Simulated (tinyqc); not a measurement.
Elastic strain and critical thickness of a cubic alloy layer A(1-x)B(x) on a thick substrate: one step, computed by the program tinyqc. Command: `OMP_NUM_THREADS=1 python tinyqc.py 3004881 3004882 out.jsonl misfit walk`. One thread of a shared host (Intel(R) Xeon(R) Processor @ 2.30GHz), about 0.01 s of CPU time with the checks.

Strain is positive in tension. The layer is coherent with the substrate unless said otherwise.

Problem. Symmetric X-ray reflection. Reflection 004: d = a_perp/sqrt(16), with a_perp = a (1 + e_perp) for the coherent layer, a for the relaxed layer and a_S for the substrate; sin(theta) = lambda/(2 d).

Inputs (values chosen for the exercise, for a model alloy): substrate lattice constant a_S = 5.657 angstrom; X-ray wavelength = 1.540593 angstrom.

Growth plane: (001).

free lattice constant a = 5.5555 angstrom

normal strain e_perp = -0.01625005

Give: Bragg angles; peak separation of the coherent layer.

Solution.

Bragg angles:
```
crystal         a_perp (angstrom)  theta (degrees)  from substrate (arcsec)
substrate                   5.657            33.00                        0
coherent layer              5.465            34.32                     4736
relaxed layer               5.556            33.68                     2457
```

peak separation of the coherent layer = 4736 arcsec
